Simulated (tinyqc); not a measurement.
Worked calculation: power iteration on a symmetric matrix. Computed by tinyqc, a small Python program that keeps every step. Settings: method = power, shift = -0.07. Command: `OMP_NUM_THREADS=1 python tinyqc.py 24282 24283 out.jsonl` (the two numbers bound the seeds that draw the settings). One thread of a shared host (Intel(R) Xeon(R) Processor @ 2.60GHz), about 0.01 s of CPU time with the checks.

## Step 1

A:
$$\begin{pmatrix}
0.309000 & -1.061000 & 1.033000 & 0.938000 \\
-1.061000 & 0.589000 & 1.167000 & 1.348000 \\
1.033000 & 1.167000 & 1.221000 & -1.201000 \\
0.938000 & 1.348000 & -1.201000 & 1.273000
\end{pmatrix}$$

vector v at the start: [0.500000, 0.500000, 0.500000, 0.500000]

shift = -0.070000

w = (A - shift) v; v' = w/|w| with its largest component positive (the first on a tie); lambda = v'^T A v'.

vector after step 1: [0.310215, 0.508521, 0.551118, 0.584330]

Rayleigh quotient after step 1 = 2.027773

## Step 2

As before.

vector after step 2: [0.323910, 0.669215, 0.430185, 0.512029]

Rayleigh quotient after step 2 = 2.061597

## Course of the iteration

Stop when the residual |A v - lambda v| is below 1e-9.

Steps:
```
step      lambda  residual
1     2.02777261  4.57e-01
2     2.06159717  4.94e-01
3     2.07755412  5.47e-01
4     2.08589440  6.08e-01
5     2.09202569  6.73e-01
6     2.09869065  7.38e-01
7     2.10728141  8.01e-01
8     2.11841934  8.59e-01
9     2.13217728  9.08e-01
10    2.14819941  9.48e-01
11    2.16583902  9.77e-01
12    2.18432889  9.96e-01
13    2.20294220  1.00e+00
14    2.22109989  1.00e+00
15    2.23841040  9.97e-01
16    2.25465677  9.85e-01
17    2.26975707  9.70e-01
18    2.28371968  9.51e-01
19    2.29660532  9.30e-01
20    2.30849955  9.09e-01
21    2.31949528  8.86e-01
22    2.32968270  8.64e-01
23    2.33914438  8.41e-01
24    2.34795339  8.18e-01
25    2.35617326  7.96e-01
26    2.36385874  7.74e-01
27    2.37105688  7.53e-01
28    2.37780826  7.32e-01
29    2.38414802  7.11e-01
30    2.39010691  6.91e-01
```

all eigenvalues, for comparison: [-2.551343, 1.357925, 2.098386, 2.487033]

Not converged in 30 steps: the residual falls only by the ratio of the two largest distances of eigenvalues from the shift, 0.97 a step.
